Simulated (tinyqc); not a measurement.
Deal-Grove kinetics of thermal oxidation of silicon: one step, computed by the program tinyqc. Command: `OMP_NUM_THREADS=1 python tinyqc.py 3026916 3026917 out.jsonl oxide walk`. One thread of a shared host (Intel(R) Xeon(R) Processor @ 2.30GHz), about 0.06 s of CPU time with the checks.

Oxidant diffuses through the oxide and reacts at the interface, so that dx/dt = B/(A + 2x) for the oxide thickness x.

Problem. Thickness after the oxidation. tau = (x_i^2 + A x_i)/B and x = (A/2) [sqrt(1 + 4 B (t + tau)/A^2) - 1], the root of x^2 + A x = B (t + tau). Silicon consumed is 0.44 times the oxide grown; the rate is B/(A + 2x).

Inputs (values chosen for the exercise, close to those used for silicon): temperature T = 800 C; initial oxide x_i = 0.005 um; time t = 0.4 h.

Ambient: dry oxygen. Surface: (111).

length A = 0.9443797 um

parabolic constant B = 0.003166034 um^2/h

Give: tau; oxide thickness x; silicon consumed; final growth rate.

Solution.

tau = 1.4993 h

oxide thickness x = 0.0063251 um

silicon consumed = 5.8305e-04 um

final growth rate = 0.0033082 um/h

2x/A = 0.0134: the interface reaction limits the rate.
